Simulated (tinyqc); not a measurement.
Worked calculation: Pariser-Parr-Pople SCF with singles CI, for the molecule Oc1cccc2occc12 (SMILES; centres numbered as the heavy atoms are written). Computed by tinyqc, a small Python program that keeps every step. Settings: charge = 0, gamma = MN, start = huckel, damping = 0.5, iteration cap = 81, excitations kept = 6. Command: `OMP_NUM_THREADS=1 python tinyqc.py 29293 29294 out.jsonl` (the two numbers bound the seeds that draw the settings). One thread of a shared host (Intel(R) Xeon(R) Processor @ 2.60GHz), about 0.01 s of CPU time with the checks. Later iterations appear only in the table of the cycle.

## PPP integrals

Centres (angstrom, eV; a flat drawing with bonds scaled to 1.40 angstrom):
```
centre          x          y  core charge z          W   gamma_rr
1O      -1.512000   2.186000              2  33.000000  21.500000
2C      -1.123000   0.841000              1  11.160000  11.130000
3C      -2.094000  -0.168000              1  11.160000  11.130000
4C      -1.705000  -1.513000              1  11.160000  11.130000
5C      -0.346000  -1.849000              1  11.160000  11.130000
6C       0.625000  -0.840000              1  11.160000  11.130000
7O       2.024000  -0.886000              2  33.000000  21.500000
8C       2.500000   0.431000              1  11.160000  11.130000
9C       1.395000   1.291000              1  11.160000  11.130000
10C      0.236000   0.505000              1  11.160000  11.130000
```

Resonance integrals (eV):
```
i    j       beta
1    2  -2.240000
2    3  -2.390000
3    4  -2.390000
4    5  -2.390000
5    6  -2.390000
6    7  -2.240000
7    8  -2.240000
8    9  -2.390000
9   10  -2.390000
10   2  -2.390000
10   6  -2.390000
```

Mataga-Nishimoto: gamma = 14.399645/(R + a), a = 2 x 14.399645/(gamma_rr + gamma_ss); H_rr = -W_r - sum_(s != r) z_s gamma_rs; H_rs = beta for bonds.

repulsion gamma_rs (eV):
```
            1O         2C         3C         4C         5C         6C         7O         8C
1O   21.500000   6.308094   4.353659   3.139480   2.833073   3.139148   2.689603   2.736710
2C    6.308094  11.130000   5.344886   3.872280   3.517481   3.872017   3.219720   2.914971
3C    4.353659   5.344886  11.130000   5.345294   3.872017   3.516757   2.844247   2.429641
4C    3.139480   3.872280   5.345294  11.130000   5.345697   3.871896   3.087438   2.429751
5C    2.833073   3.517481   3.872017   5.345697  11.130000   5.344886   4.184996   2.914656
6C    3.139148   3.872017   3.516757   3.871896   5.344886  11.130000   6.309110   4.046033
7O    2.689603   3.219720   2.844247   3.087438   4.184996   6.309110  21.500000   6.307385
8C    2.736710   2.914971   2.429641   2.429751   2.914656   4.046033   6.307385  11.130000
9C    3.669393   3.738553   2.837066   2.630663   2.948253   4.045281   4.573278   5.345096
10C   4.353327   5.345697   3.871896   3.517484   3.872280   5.345294   4.574286   4.046006

            9C        10C
1O    3.669393   4.353327
2C    3.738553   5.345697
3C    2.837066   3.871896
4C    2.630663   3.517484
5C    2.948253   3.872280
6C    4.045281   5.345294
7O    4.573278   4.574286
8C    5.345096   4.046006
9C   11.130000   5.344776
10C   5.344776  11.130000
```

core matrix H (eV):
```
             1O          2C          3C          4C          5C          6C          7O          8C
1O   -68.912092   -2.240000    0.000000    0.000000    0.000000    0.000000    0.000000    0.000000
2C    -2.240000  -58.821511   -2.390000    0.000000    0.000000    0.000000    0.000000    0.000000
3C     0.000000   -2.390000  -52.773368   -2.390000    0.000000    0.000000    0.000000    0.000000
4C     0.000000    0.000000   -2.390000  -50.626900   -2.390000    0.000000    0.000000    0.000000
5C     0.000000    0.000000    0.000000   -2.390000  -53.011407   -2.390000    0.000000    0.000000
6C     0.000000    0.000000    0.000000    0.000000   -2.390000  -60.098679   -2.240000    0.000000
7O     0.000000    0.000000    0.000000    0.000000    0.000000   -2.240000  -73.479665   -2.240000
8C     0.000000    0.000000    0.000000    0.000000    0.000000    0.000000   -2.240000  -53.374343
9C     0.000000    0.000000    0.000000    0.000000    0.000000    0.000000    0.000000   -2.390000
10C    0.000000   -2.390000    0.000000    0.000000    0.000000   -2.390000    0.000000    0.000000

             9C         10C
1O     0.000000    0.000000
2C     0.000000   -2.390000
3C     0.000000    0.000000
4C     0.000000    0.000000
5C     0.000000    0.000000
6C     0.000000   -2.390000
7O     0.000000    0.000000
8C    -2.390000    0.000000
9C   -54.535029   -2.390000
10C   -2.390000  -60.358657
```

## Starting guess

pi electrons, sum of z_r less the charge = 12

Orbitals of the Hueckel matrix of the beta values.

P at the start:
```
            1O         2C         3C         4C         5C         6C         7O         8C
1O    1.567375   0.627405  -0.314657  -0.096152   0.288978  -0.130708  -0.038070   0.162050
2C    0.627405   1.010461   0.566829  -0.027399  -0.242051   0.049072   0.031342  -0.112887
3C   -0.314657   0.566829   1.238868   0.626066  -0.219895  -0.165252   0.167758   0.022478
4C   -0.096152  -0.027399   0.626066   1.046372   0.702866  -0.072636  -0.165155   0.112509
5C    0.288978  -0.242051  -0.219895   0.702866   1.193631   0.502156  -0.130387  -0.067402
6C   -0.130708   0.049072  -0.165252  -0.072636   0.502156   1.114791   0.572623  -0.175769
7O   -0.038070   0.031342   0.167758  -0.165155  -0.130387   0.572623   1.282877   0.630378
8C    0.162050  -0.112887   0.022478   0.112509  -0.067402  -0.175769   0.630378   1.151190
9C   -0.070121  -0.048285  -0.157607   0.109865   0.058944  -0.206540  -0.288159   0.674394
10C  -0.207304   0.455141   0.039102  -0.211172  -0.029272   0.530221  -0.191886  -0.193268

            9C        10C
1O   -0.070121  -0.207304
2C   -0.048285   0.455141
3C   -0.157607   0.039102
4C    0.109865  -0.211172
5C    0.058944  -0.029272
6C   -0.206540   0.530221
7O   -0.288159  -0.191886
8C    0.674394  -0.193268
9C    1.227996   0.565581
10C   0.565581   1.166439
```

## Iteration 1: Fock matrix

F_rr = H_rr + P_rr gamma_rr / 2 + sum_(s != r) P_ss gamma_rs; F_rs = H_rs - P_rs gamma_rs / 2; E = tr P (H + F) / 2 + core repulsion sum_(r<s) z_r z_s gamma_rs.

F (eV):
```
             1O         2C         3C         4C         5C         6C          7O         8C
1O   -13.944123  -4.218866   0.684955   0.150933  -0.409348   0.205156    0.051197  -0.221741
2C    -4.218866  -5.810084  -3.904817   0.053048   0.425705  -0.095005   -0.050455   0.164532
3C     0.684955  -3.904817  -5.073046  -4.063254   0.425719   0.290576   -0.238572  -0.027307
4C     0.150933   0.053048  -4.063254  -4.559771  -4.268653   0.140620    0.254953  -0.136685
5C    -0.409348   0.425705   0.425719  -4.268653  -5.163772  -3.731984    0.272835   0.098227
6C     0.205156  -0.095005   0.290576   0.140620  -3.731984  -6.319949   -4.046371   0.355583
7O     0.051197  -0.050455  -0.238572   0.254953   0.272835  -4.046371  -15.224196  -4.228018
8C    -0.221741   0.164532  -0.027307  -0.136685   0.098227   0.355583   -4.228018  -6.816348
9C     0.128651   0.090258   0.223571  -0.144510  -0.086891   0.417756    0.658915  -4.192351
10C    0.451231  -3.606524  -0.075700   0.371397   0.056675  -3.807094    0.438872   0.390981

            9C        10C
1O    0.128651   0.451231
2C    0.090258  -3.606524
3C    0.223571  -0.075700
4C   -0.144510   0.371397
5C   -0.086891   0.056675
6C    0.417756  -3.807094
7O    0.658915   0.438872
8C   -4.192351   0.390981
9C   -5.621553  -3.901453
10C  -3.901453  -5.494856
```

pi energy = -190.051941 eV

## Iteration 1: orbitals and new P

Diagonalise F (the basis is taken as orthonormal) and form P = 2 sum c c over the lowest orbitals; 0.5 of the old P is kept.

orbital energies (eV): [-18.287413, -15.984811, -12.244398, -11.018996, -9.571541, -8.635908, -1.593602, -0.576831, 0.940655, 2.945145]

P after iteration 1:
```
            1O         2C         3C         4C         5C         6C         7O         8C
1O    1.712868   0.501973  -0.273762  -0.071567   0.227360  -0.085080  -0.030185   0.127913
2C    0.501973   0.989694   0.617743  -0.000872  -0.285357   0.034504   0.042660  -0.142968
3C   -0.273762   0.617743   1.162124   0.625938  -0.146375  -0.214039   0.136421   0.010836
4C   -0.071567  -0.000872   0.625938   1.011988   0.705040  -0.040785  -0.133094   0.142446
5C    0.227360  -0.285357  -0.146375   0.705040   1.138690   0.538127  -0.133225  -0.035451
6C   -0.085080   0.034504  -0.214039  -0.040785   0.538127   1.082224   0.479387  -0.246516
7O   -0.030185   0.042660   0.136421  -0.133094  -0.133225   0.479387   1.513422   0.519001
8C    0.127913  -0.142968   0.010836   0.142446  -0.035451  -0.246516   0.519001   1.123074
9C   -0.055288  -0.024825  -0.137738   0.064969   0.054745  -0.135200  -0.270787   0.739853
10C  -0.182778   0.486517   0.029822  -0.232509  -0.033136   0.557937  -0.173161  -0.138986

            9C        10C
1O   -0.055288  -0.182778
2C   -0.024825   0.486517
3C   -0.137738   0.029822
4C    0.064969  -0.232509
5C    0.054745  -0.033136
6C   -0.135200   0.557937
7O   -0.270787  -0.173161
8C    0.739853  -0.138986
9C    1.145046   0.538148
10C   0.538148   1.120869
```

## Iteration 2: Fock matrix

As before.

F (eV):
```
             1O         2C         3C         4C         5C         6C          7O         8C
1O   -13.170646  -3.823246   0.595934   0.112342  -0.322064   0.133539    0.040593  -0.175030
2C    -3.823246  -5.763934  -4.040883   0.001688   0.501868  -0.066801   -0.068676   0.208373
3C     0.595934  -4.040883  -5.313108  -4.062910   0.283384   0.376362   -0.194007  -0.013164
4C     0.112342   0.001688  -4.062910  -4.939795  -4.274465   0.078958    0.205460  -0.173054
5C    -0.322064   0.501868   0.283384  -4.274465  -5.323531  -3.828112    0.278773   0.051664
6C     0.133539  -0.066801   0.376362   0.078958  -3.828112  -6.059906   -3.752252   0.498706
7O     0.040593  -0.068676  -0.194007   0.205460   0.278773  -3.752252  -13.946353  -3.876768
8C    -0.175030   0.208373  -0.013164  -0.173054   0.051664   0.498706   -3.876768  -6.370697
9C     0.101436   0.046404   0.195386  -0.085455  -0.080701   0.273462    0.619192  -4.367293
10C    0.397846  -3.690387  -0.057733   0.408923   0.064157  -3.881169    0.396043   0.281170

            9C        10C
1O    0.101436   0.397846
2C    0.046404  -3.690387
3C    0.195386  -0.057733
4C   -0.085455   0.408923
5C   -0.080701   0.064157
6C    0.273462  -3.881169
7O    0.619192   0.396043
8C   -4.367293   0.281170
9C   -5.568337  -3.828141
10C  -3.828141  -5.533530
```

pi energy = -191.932143 eV

## Iteration 2: orbitals and new P

As before.

orbital energies (eV): [-16.925804, -15.166836, -12.247408, -11.093051, -9.685600, -8.728852, -1.316087, -0.454552, 0.823083, 2.805270]

P after iteration 2:
```
            1O         2C         3C         4C         5C         6C         7O         8C
1O    1.793448   0.428624  -0.248263  -0.055451   0.190989  -0.060647  -0.025263   0.107912
2C    0.428624   0.980779   0.645600   0.008703  -0.307804   0.028400   0.047442  -0.158508
3C   -0.248263   0.645600   1.121904   0.625250  -0.108117  -0.240679   0.119629   0.006556
4C   -0.055451   0.008703   0.625250   0.998999   0.706492  -0.025243  -0.114535   0.156030
5C    0.190989  -0.307804  -0.108117   0.706492   1.106637   0.558152  -0.133470  -0.023770
6C   -0.060647   0.028400  -0.240679  -0.025243   0.558152   1.061172   0.429488  -0.277048
7O   -0.025263   0.047442   0.119629  -0.114535  -0.133470   0.429488   1.633295   0.460320
8C    0.107912  -0.158508   0.006556   0.156030  -0.023770  -0.277048   0.460320   1.099542
9C   -0.044736  -0.014935  -0.125587   0.043650   0.052130  -0.100622  -0.260036   0.777702
10C  -0.169096   0.506176   0.023476  -0.246723  -0.029165   0.573793  -0.164661  -0.108982

            9C        10C
1O   -0.044736  -0.169096
2C   -0.014935   0.506176
3C   -0.125587   0.023476
4C    0.043650  -0.246723
5C    0.052130  -0.029165
6C   -0.100622   0.573793
7O   -0.260036  -0.164661
8C    0.777702  -0.108982
9C    1.107000   0.517371
10C   0.517371   1.097225
```

## Iteration 3: Fock matrix

As before.

F (eV):
```
             1O         2C         3C         4C         5C         6C          7O         8C
1O   -12.717956  -3.591900   0.540427   0.087043  -0.270543   0.095190    0.033974  -0.147662
2C    -3.591900  -5.716044  -4.115328  -0.016850   0.541347  -0.054983   -0.076375   0.231024
3C     0.540427  -4.115328  -5.417059  -4.061073   0.209316   0.423206   -0.170127  -0.007965
4C     0.087043  -0.016850  -4.061073  -5.131804  -4.278345   0.048869    0.176810  -0.189557
5C    -0.270543   0.541347   0.209316  -4.278345  -5.413317  -3.881628    0.279286   0.034641
6C     0.095190  -0.054983   0.423206   0.048869  -3.881628  -5.940901   -3.594843   0.560473
7O     0.033974  -0.076375  -0.170127   0.176810   0.279286  -3.594843  -13.321737  -3.691708
8C    -0.147662   0.231024  -0.007965  -0.189557   0.034641   0.560473   -3.691708  -6.157942
9C     0.082078   0.027918   0.178149  -0.057414  -0.076846   0.203521    0.594607  -4.468446
10C    0.368065  -3.742931  -0.045448   0.433922   0.056467  -3.923545    0.376604   0.220470

            9C        10C
1O    0.082078   0.368065
2C    0.027918  -3.742931
3C    0.178149  -0.045448
4C   -0.057414   0.433922
5C   -0.076846   0.056467
6C    0.203521  -3.923545
7O    0.594607   0.376604
8C   -4.468446   0.220470
9C   -5.549599  -3.772616
10C  -3.772616  -5.550272
```

pi energy = -192.895290 eV

## Iteration 3: orbitals and new P

As before.

orbital energies (eV): [-16.294174, -14.713660, -12.212074, -11.125415, -9.734173, -8.766669, -1.207069, -0.390936, 0.779556, 2.747982]

P after iteration 3:
```
            1O         2C         3C         4C         5C         6C         7O         8C
1O    1.838686   0.384963  -0.231950  -0.045086   0.168924  -0.047254  -0.022159   0.095806
2C    0.384963   0.976890   0.660896   0.011402  -0.319243   0.026022   0.049249  -0.166482
3C   -0.231950   0.660896   1.100398   0.624694  -0.087949  -0.255618   0.110533   0.005220
4C   -0.045086   0.011402   0.624694   0.994915   0.707173  -0.017981  -0.103410   0.161826
5C    0.168924  -0.319243  -0.087949   0.707173   1.088215   0.569752  -0.133102  -0.020339
6C   -0.047254   0.026022  -0.255618  -0.017981   0.569752   1.047904   0.402066  -0.288762
7O   -0.022159   0.049249   0.110533  -0.103410  -0.133102   0.402066   1.696553   0.428468
8C    0.095806  -0.166482   0.005220   0.161826  -0.020339  -0.288762   0.428468   1.082346
9C   -0.037454  -0.011085  -0.117895   0.033408   0.050302  -0.083581  -0.253418   0.800175
10C  -0.161188   0.518770   0.019633  -0.256252  -0.023698   0.583011  -0.160945  -0.091834

            9C        10C
1O   -0.037454  -0.161188
2C   -0.011085   0.518770
3C   -0.117895   0.019633
4C    0.033408  -0.256252
5C    0.050302  -0.023698
6C   -0.083581   0.583011
7O   -0.253418  -0.160945
8C    0.800175  -0.091834
9C    1.089519   0.501960
10C   0.501960   1.084574
```

## Convergence

Stop when output and input P, before any damping, agree to 1e-7.

Course of the cycle:
```
iteration         E (eV)  largest |P(out) - P(in)|
1          -190.05194109                  4.61e-01
2          -191.93214345                  2.40e-01
3          -192.89529026                  1.27e-01
4          -193.39080626                  6.78e-02
5          -193.64566060                  3.70e-02
6          -193.77648882                  2.06e-02
7          -193.84350199                  1.25e-02
8          -193.87776039                  7.90e-03
9          -193.89524663                  5.01e-03
10         -193.90416190                  3.33e-03
11         -193.90870406                  2.42e-03
...                  ...                       ...
40         -193.91342298                  9.28e-07
41         -193.91342298                  7.28e-07
42         -193.91342298                  5.71e-07
43         -193.91342298                  4.48e-07
44         -193.91342298                  3.51e-07
45         -193.91342298                  2.75e-07
46         -193.91342298                  2.16e-07
47         -193.91342298                  1.69e-07
48         -193.91342298                  1.33e-07
49         -193.91342298                  1.04e-07
50         -193.91342298                  8.14e-08
```

Converged in 50 iterations.

## Converged orbitals

Charges are z - P_rr.

orbital energies (eV): [-15.681426, -14.100459, -12.095246, -11.129839, -9.793120, -8.812516, -1.111092, -0.335889, 0.729282, 2.698825]

coefficients:
```
          MO1        MO2        MO3        MO4        MO5        MO6        MO7        MO8
1O   0.106651   0.700722   0.508558  -0.244702   0.148261   0.328334  -0.146969   0.125947
2C   0.148839   0.502380  -0.046552   0.109552  -0.145101  -0.421287   0.423038  -0.386045
3C   0.076984   0.270301  -0.312472  -0.110139  -0.524708  -0.267995   0.002327   0.540282
4C   0.081384   0.142476  -0.461067  -0.278771  -0.322073   0.279538  -0.432194  -0.203353
5C   0.160931   0.062423  -0.452813  -0.249914   0.216254   0.433180   0.364126  -0.305406
6C   0.396492   0.007981  -0.273305  -0.055661   0.525604  -0.045630   0.123142   0.557193
7O   0.752787  -0.301559   0.272285  -0.303373  -0.127820  -0.216368  -0.206831  -0.198918
8C   0.330187  -0.105346   0.155137   0.308832  -0.366888   0.387479   0.495785   0.108777
9C   0.190665   0.053112  -0.034472   0.598287  -0.130583   0.348710  -0.310422   0.059708
10C  0.242390   0.233289  -0.223273   0.476824   0.294776  -0.237634  -0.282747  -0.207718

           MO9       MO10
1O   -0.027116   0.105461
2C    0.096156  -0.418948
3C    0.205766   0.360351
4C   -0.402457  -0.332856
5C    0.358215   0.337814
6C   -0.113056  -0.384949
7O    0.160858   0.069453
8C   -0.458781   0.087019
9C    0.544982  -0.257114
10C  -0.333538   0.481569
```

pi charges: 1O 0.098640, 2C 0.025511, 3C -0.071797, 4C 0.001817, 5C -0.063405, 6C -0.026810, 7O 0.226093, 8C -0.048624, 9C -0.073921, 10C -0.067504

## Singles CI, singlets

Over the 6 single excitations with the smallest orbital gaps: A = (e_a - e_i) delta + 2 (ia|jb) - (ij|ab), with (pq|rs) = sum c_mp c_mq gamma_mn c_nr c_ns. f = 2/3 w |mu|^2 in atomic units, mu = sqrt2 sum c_ia sum_m c_mi c_ma R_m.

singlet CI matrix (eV), order 6>7, 6>8, 5>7, 5>8, 6>9, 4>7:
$$\begin{pmatrix}
4.984823 & -0.165267 & -0.083650 & 0.436198 & -0.086643 & 0.052573 \\
-0.165267 & 5.261847 & -0.608978 & 0.120420 & -0.030889 & -0.204622 \\
-0.083650 & -0.608978 & 5.439698 & 0.124380 & -0.172350 & -0.063851 \\
0.436198 & 0.120420 & 0.124380 & 6.438493 & 0.131450 & 0.012259 \\
-0.086643 & -0.030889 & -0.172350 & 0.131450 & 6.401115 & -0.272005 \\
0.052573 & -0.204622 & -0.063851 & 0.012259 & -0.272005 & 6.700782
\end{pmatrix}$$

singlet excitation energies (eV): [4.536155, 5.010133, 5.936654, 6.260970, 6.588388, 6.894458]

oscillator strengths: [0.115947, 0.424321, 1.111150, 0.045163, 0.639573, 0.177181]

## Singles CI, triplets

Over the 6 single excitations with the smallest orbital gaps: A = (e_a - e_i) delta - (ij|ab), with (pq|rs) = sum c_mp c_mq gamma_mn c_nr c_ns.

triplet CI matrix (eV), order 6>7, 6>8, 5>7, 5>8, 6>9, 4>7:
$$\begin{pmatrix}
2.921294 & 0.207080 & 0.216944 & 0.323950 & -0.032822 & -0.074869 \\
0.207080 & 3.847653 & 0.323950 & -0.443295 & 0.081755 & -0.276766 \\
0.216944 & 0.323950 & 4.147005 & -0.184908 & -0.497736 & 0.033607 \\
0.323950 & -0.443295 & -0.184908 & 4.084118 & -0.055077 & -0.078902 \\
-0.032822 & 0.081755 & -0.497736 & -0.055077 & 4.891762 & 1.136817 \\
-0.074869 & -0.276766 & 0.033607 & -0.078902 & 1.136817 & 5.200712
\end{pmatrix}$$

triplet excitation energies (eV): [2.720931, 3.285822, 3.864424, 4.308763, 4.652247, 6.260356]
